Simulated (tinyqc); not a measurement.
# Ballast resistance and gain from the on-state line

Problem. At high current V = BV (1 + be)^(-1/n) + I Ro. Find Ro, the intercept and be.

Parameters, values chosen for the exercise:
```
symbol,value,unit,meaning
BV,8.3,V,junction breakdown voltage
n,3.1,,exponent of the multiplication
```

V at I = 5.8 and 11.6 mA/um (V): [6.2113172, 7.6613172]

Solution. The slope is Ro; the intercept over BV is (1 + be)^(-1/n).

Ro = 250 ohm um
intercept = 4.76 V
be = 4.60

tinyqc, about 0.02 s, one thread, Intel Xeon 2.30GHz (shared host): `OMP_NUM_THREADS=1 python tinyqc.py 2670130 2670131 out.jsonl`
